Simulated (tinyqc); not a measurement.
Worked calculation: interband optics of a two-band s-p chain from momentum matrix elements. Values are carried at full precision from step to step, so a last printed digit may differ when a step is redone from the rounded ones.

H(k) = [[Es - 2 ts cos ka, 2i V sin ka], [-2i V sin ka, Ep_ + 2 tp cos ka]] in the basis s, p; the lower band is full, with two electrons a cell. The velocity operator times hbar is W = dH/dk (eV angstrom); intra-atomic dipoles are left out.

Constants: hbar^2/2m0 = 3.80998211 eV angstrom^2; e^2/(4 pi eps0) = 14.39964547 eV angstrom.

Parameters, chosen for this exercise:
```
symbol  value  unit        meaning
a       2.97   angstrom    period
Es      2.82   eV          upper orbital (s)
Ep_     -2.74  eV          lower orbital (p)
ts      0.59   eV          s-s hopping
tp      0.69   eV          p-p hopping
V       1.42   eV          s-p hopping
k       0.43   2 pi/a      wave vector
N       6                  k points
Ar      10.8   angstrom^2  cross-section per chain
eta     0.2    eV          Lorentzian half width
E       1.93   eV          photon energy
```

## Hamiltonian and velocity at one k

Form H and W = dH/dk.

H (eV):
```
          s        p
s    3.8877  1.2092i
p  -1.2092i  -3.9887
```

W (eV angstrom):
```
         s         p
s   1.4922  -7.6320i
p  7.6320i   -1.7451
```

## Matrix element between the bands

Diagonalise H, transform W, and form w = |W_cv|^2, the Kane-type energy w/c and the oscillator strength f = w/(c D), c = hbar^2/2m0, D = Ec - Ev.

Ev, Ec (eV): -4.1701  4.0692

weights:
```
        v       c
s  0.0220  0.9780
p  0.9780  0.0220
```

slopes dEv/dk, dEc/dk (eV angstrom): 0.566  -0.819

w = 60.388 eV^2 angstrom^2
w/c = 15.850 eV
f = 1.924

## Transitions on the mesh

At each k_j = (j + 1/2)/N (2 pi/a) up to the zone edge give D = Ec - Ev, w = |<c|W|v>|^2 and f = w/(c D), c = hbar^2/2m0; the other half of the zone repeats the values.

Transitions:
```
k (2 pi/a)  D (eV)  w (eV^2 angstrom^2)      f
0.0833      4.3865               18.804  1.125
0.2500      7.9483                7.380  0.244
0.4167      8.2794               56.454  1.790
```

D runs from 4.386 to 8.279 eV on the mesh; f is largest at k = 0.4167.

## Dielectric function from the table

With w(k) = |<c|W|v>|^2 and D(k) = Ec - Ev, on the mesh k_j = (j + 1/2)/N (2 pi/a): eps(E) = 1 + (8 pi e2/(a Ar)) mean_j (w/D^2) [1/(D - E - i eta) + 1/(D + E + i eta)], e2 = e^2/(4 pi eps0); light polarised along the chains, no local fields.

Take the mean over the rows. Also eps(0) at eta = 0, and the effective electrons per cell n_eff = 2 mean(f).

eps(E) = 3.976+0.114i
eps(0) = 3.535
n_eff = 2.106

On a mesh of 2000 points the values are 9.839+0.940i, 7.061 and 2.714. n_eff need not equal the 2 electrons of the cell: a two-orbital basis with chosen hoppings does not obey the sum rule of free electrons.

## Checks

- Curvature of the lower band against <v|d2H/dk2|v> - 2 w/D (eV angstrom^2): both -0.9634.
- Zone mean of 2 w/D against the zone mean of <v|d2H/dk2|v>, the f-sum rule of a full band (eV angstrom^2): both 10.340.

Computed by tinyqc, a small Python program: `OMP_NUM_THREADS=1 python tinyqc.py 1682672 1682673 out.jsonl` (the numbers bound the seed that draws the inputs); one thread of a shared host (Intel(R) Xeon(R) Processor @ 2.30GHz), about 0.01 s for the whole set of steps.
